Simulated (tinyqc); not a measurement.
Inside a calculation. Model: disorder broadening of a semi-elliptic band in the self-consistent Born approximation.

Computed by the program tinyqc: `OMP_NUM_THREADS=1 python tinyqc.py 2720024 2720025 out.jsonl`, one thread of a shared Intel Xeon 2.30GHz, about 0.01 s for the whole run. Printed values are rounded.

The local Green function is G = g0(z - Sigma) with z = E + i eta and g0(z) = (z - sqrt(z - 2t) sqrt(z + 2t))/(2 t^2), principal roots; the self-energy is Sigma = D G. The density of states is -Im G/pi.

Values chosen for this exercise: hopping t = 1 eV; variance of the random site energy D = 0.23 eV^2; bare broadening eta = 0.001 eV; energy from the band centre E = 1.075 eV; mixing mix = 0.3.

Constants: q = 1.602176634e-19 C, hbar = 1.054571817e-34 J s. Results are converted to the units shown.

Range of the model: The self-consistent Born approximation misses band tails from rare fluctuations and localisation.

## Iteration 1: Born step

Sigma at the start = 0.000000+0.000000i eV

G = g0(z - Sigma), Sigma(out) = D G, Sigma(new) = Sigma + mix (Sigma(out) - Sigma).

G = 0.5371813-0.8427640i 1/eV
Sigma(out) = 0.1235517-0.1938357i eV
Sigma after iteration 1 = 0.03706551-0.05815071i eV

Sigma(out) of this first step, from Sigma = 0, is the plain (first) Born approximation.

## Iteration 2: Born step

As before.

G = 0.5010260-0.8259184i 1/eV
Sigma(out) = 0.1152360-0.1899612i eV
Sigma after iteration 2 = 0.06051665-0.09769387i eV

## Iteration 3: Born step

As before.

G = 0.4782608-0.8143549i 1/eV
Sigma(out) = 0.1100000-0.1873016i eV
Sigma after iteration 3 = 0.0753617-0.1245762i eV

## Course of the iteration

Stop when |Sigma(out) - Sigma| is below 1e-10 eV, or after 300 iterations; the start is Sigma = 0.

Course of the iteration:

| iteration | Re Sigma (eV) | Im Sigma (eV) | \|Sigma(out) - Sigma\| (eV) |
|---|---|---|---|
| 1 | 0.0370655 | -0.0581507 | 0.230 |
| 2 | 0.0605166 | -0.0976939 | 0.153 |
| 3 | 0.0753617 | -0.1245762 | 0.102 |
| 4 | 0.0847493 | -0.1428425 | 0.0685 |
| 5 | 0.0906728 | -0.1552468 | 0.0458 |
| 6 | 0.0943986 | -0.1636645 | 0.0307 |
| 7 | 0.0967325 | -0.1693726 | 0.0206 |
| 8 | 0.0981871 | -0.1732404 | 0.0138 |
| 9 | 0.0990882 | -0.1758591 | 9.23e-3 |
| ... | ... | ... | ... |
| 47 | 0.1004563 | -0.1813073 | 2.32e-9 |
| 48 | 0.1004563 | -0.1813073 | 1.56e-9 |
| 49 | 0.1004563 | -0.1813073 | 1.04e-9 |
| 50 | 0.1004563 | -0.1813073 | 7.00e-10 |
| 51 | 0.1004563 | -0.1813073 | 4.69e-10 |
| 52 | 0.1004563 | -0.1813073 | 3.15e-10 |
| 53 | 0.1004563 | -0.1813073 | 2.11e-10 |
| 54 | 0.1004563 | -0.1813073 | 1.41e-10 |
| 55 | 0.1004563 | -0.1813073 | 9.48e-11 |

Converged in 55 iterations. At the solution d Sigma(out)/d Sigma = -0.0995-0.063i, so the error shrinks by |1 - mix + mix times that| = 0.670 a step.

## Density of states and lifetime

converged Sigma = 0.1004563-0.1813073i eV

G = Sigma/D, density of states -Im G/pi, lifetime hbar/(2 |Im Sigma|); without disorder the density of states is -Im g0(z)/pi. Closed form: G = (z - sqrt(z^2 - 4 (t^2 + D)))/(2 (t^2 + D)) with the root that gives Im G < 0; for eta -> 0 a semi-ellipse of half-width 2 sqrt(t^2 + D).

density of states = 0.2509214 1/eV
lifetime = 1.815183 fs
density of states without disorder = 0.2682601 1/eV

Disorder makes the density of states at this energy 6.5 % below the clean value.
